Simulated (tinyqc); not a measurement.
Inputs raised by 10 %, one at a time: velocity overshoot from momentum and energy balance equations after a field step. Computed by tinyqc, a small Python program. Command: `OMP_NUM_THREADS=1 python tinyqc.py 3025271 3025272 out.jsonl overshoot sens`. One thread of a shared host (Intel(R) Xeon(R) Processor @ 2.30GHz), about 0.2 s of CPU time with the checks.

At t = 0 the field jumps from 0 to F in a uniform sample. v is the drift velocity and u = w - (3/2) k_B T the excess energy per carrier.

Inputs (values chosen for the exercise, modelled on holes in silicon except for tau_E): effective mass m = 0.39 m_0; low-field mobility mu_0 = 430 cm^2/(V s); saturation velocity v_s = 0.79 1e7 cm/s; energy relaxation time tau_E = 0.86 ps; field after the step F = 170 kV/cm; lattice temperature T = 300 K; time step dt = 1 fs.

Scheme: implicit in the damping.

Constants: m_0 = 9.1093837015e-31 kg; e = 1.602176634e-19 C; k_B = 8.617333262e-05 eV/K.

Method:
- dv/dt = e F/m - v/tau_m(u), du/dt = e F v - u/tau_E, tau_m(u) = tau_0/(1 + c u), tau_0 = m mu_0/e, c = mu_0/(e tau_E v_s^2); this choice gives the steady state v (1 + mu_0 F v/v_s^2) = mu_0 F, which saturates at v_s. Steady velocity v = 2 mu_0 F/(1 + sqrt(1 + 4 (mu_0 F/v_s)^2)); u = e F v tau_E; carrier temperature T + 2u/(3 k_B), neglecting the drift energy m v^2/2.
- Step: v_new = (v + dt e F/m)/(1 + dt/tau_m(u)), u_new = (u + dt e F v_new)/(1 + dt/tau_E). Start v = u = 0; the distance adds dt (v + v_new)/2.
- Run to 8 times the larger of tau_E and tau_0, but at most 20001 steps, and stop early if |v| > 1000 v_s or u < -1/(2c); the run is accepted if the last v is within 0.5 % of the steady value.

Runs; columns: (1) input moved; (2) from; (3) to; (4) peak velocity (1e7 cm/s); (5) peak over steady velocity; (6) steady velocity (1e7 cm/s); (7) steady carrier temperature (K):
```
(1)                                    (2)    (3)    (4)    (5)     (6)   (7)
base run                                 -      -  2.777  3.710  0.7485  8766
effective mass m (m_0)                0.39  0.429  2.712  3.623  0.7485  8766
low-field mobility mu_0 (cm^2/(V s))   430    473  2.839  3.775  0.7521  8807
saturation velocity v_s (1e7 cm/s)    0.79  0.869  2.914  3.558  0.8189  9562
energy relaxation time tau_E (ps)     0.86  0.946  2.843  3.799  0.7485  9612
field after the step F (kV/cm)         170    187  2.909  3.867  0.7521  9658
```

Exponents ln(y'/y) / ln(x'/x):
```
input                         peak velocity  peak over steady velocity  steady velocity  steady carrier temperature
effective mass m                     -0.248                     -0.248            0.000                       0.000
low-field mobility mu_0               0.233                      0.181            0.051                       0.050
saturation velocity v_s               0.505                     -0.438            0.943                       0.912
energy relaxation time tau_E          0.248                      0.248            0.000                       0.967
field after the step F                0.486                      0.434            0.051                       1.017
```

Among the inputs moved here: peak velocity answers most in size to saturation velocity v_s (exponent +0.505), next to field after the step F (+0.486). Peak over steady velocity answers most in size to saturation velocity v_s (exponent -0.438), and about equally to field after the step F (+0.434). Steady velocity answers most in size to saturation velocity v_s (exponent +0.943), next to low-field mobility mu_0 (+0.051); its exponent is below 0.0005 for effective mass m, energy relaxation time tau_E. Its exponent 0.000 in energy relaxation time tau_E: c is tied to tau_E so that the steady curve is fixed. Steady carrier temperature answers most in size to field after the step F (exponent +1.017), next to energy relaxation time tau_E (+0.967); its exponent is below 0.0005 for effective mass m.

Caution (all rows): the excess energy exceeds 0.5 eV, where non-parabolicity, upper valleys and impact ionisation matter.

Extremes, crossings and ranges named in words are read from the listed rows.
